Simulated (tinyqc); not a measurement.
Two-band massive Dirac model of the K valleys, step by step. Values are carried at full precision from step to step, so a last printed digit may differ when a step is redone from the rounded ones.

Basis (conduction, valence): H = [[D/2, a t (tau kx - i ky)], [a t (tau kx + i ky), -D/2 + lam tau sz]], valley tau = +/-1, spin sz = +/-1. The gap of a spin and valley is G = D - lam tau sz. Berry curvature Omega = curl of i<u|grad u>; for the conduction band Omega_c = -tau 2 a^2 t^2 G/(G^2 + 4 a^2 t^2 k^2)^(3/2), and Omega_v = -Omega_c.

Constants: hbar^2/2m0 = 3.80998211 eV angstrom^2.

Parameters, chosen for this exercise (near those used for monolayer WS2; not measured data): a = 3.199 angstrom (lattice constant); D = 1.8 eV (gap parameter); t = 1.42 eV (effective hopping); lam = 0.219 eV (half the valence spin splitting); tau = -1 (valley); sz = -1 (spin); k = (-0.02, 0.055) 1/angstrom (wave vector from the valley); h = 0.01 1/angstrom (side of the plaquette).

## Band edges of the four flavours

At k = 0: Ec = D/2, Ev = -D/2 + lam tau sz; mass m/m0 = c G/(a t)^2 for both bands, c = hbar^2/2m0; Omega_c(0) = -2 tau a^2 t^2/G^2.

Edges:
```
tau  sz  Ec (eV)  Ev (eV)  G (eV)  mass (m0)  Omega_c (angstrom^2)
1     1   0.9000  -0.6810  1.5810     0.2919               -16.511
1    -1   0.9000  -1.1190  2.0190     0.3728               -10.124
-1    1   0.9000  -1.1190  2.0190     0.3728                10.124
-1   -1   0.9000  -0.6810  1.5810     0.2919                16.511
```

The top of the valence band has spin up at tau = +1 and spin down at tau = -1: spin and valley are locked, with 438 meV between the two valence bands (A and B transitions at 1.581 and 2.019 eV, without exciton binding).

## H at one k

Fill in the matrix and diagonalise: E = lam tau sz/2 -/+ sqrt(G^2/4 + a^2 t^2 k^2).

H (eV), rows c, v and columns alike:
```
[[0.9000, 0.0909-0.2498i],
 [0.0909+0.2498i, -0.6810]]
```

levels (eV): [-0.7245, 0.9435]

cos(theta) = G/(E+ - E-) = 0.9478

## Curvature, orbital moment and circular dichroism

Omega_c from the formula; orbital moment of both bands m = -tau (a t)^2 G/(c (G^2 + 4 a^2 t^2 k^2)) in Bohr magnetons (charge -e), c = hbar^2/2m0; interband strengths |P+/-|^2 proportional to (1 +/- tau cos(theta))^2 for P+/- = Px +/- i Py, and eta = (|P+|^2 - |P-|^2)/(|P+|^2 + |P-|^2) = 2 tau cos(theta)/(1 + cos^2(theta)).

Omega_c = 14.060 angstrom^2
orbital moment = 3.078 muB
eta = -0.9986

All three change sign with the valley. The selection rule, exact at k = 0, still holds to 99.9 % here.

## The curvature from a plaquette

Corners counter-clockwise around k, from (-h/2, -h/2); upper eigenvector u with its first component real and positive; Omega = -(sum of arg <u_j|u_(j+1)>)/h^2.

Corners:
```
j       kx      ky      u_c               u_v  arg <u_j|u_j+1> (rad)
1  -0.0250  0.0500  0.98795  0.06922+0.13845i               0.003852
2  -0.0150  0.0500  0.98940  0.04172+0.13908i               0.001147
3  -0.0150  0.0600  0.98546  0.04121+0.16484i              -0.004510
4  -0.0250  0.0600  0.98407  0.06838+0.16411i              -0.001894
```

Omega_c from the plaquette = 14.052 angstrom^2

The formula at the centre gives 14.060; the plaquette averages over its area.

## Checks

- Curvature formula against a plaquette of side 1e-4: both 14.060.
- Eta against the matrix elements of dH/dkx +/- i dH/dky: both -0.99857.

Program tinyqc; command `OMP_NUM_THREADS=1 python tinyqc.py 1451455 1451456 out.jsonl`; about 0.01 s on one thread of a shared Intel(R) Xeon(R) Processor @ 2.30GHz.
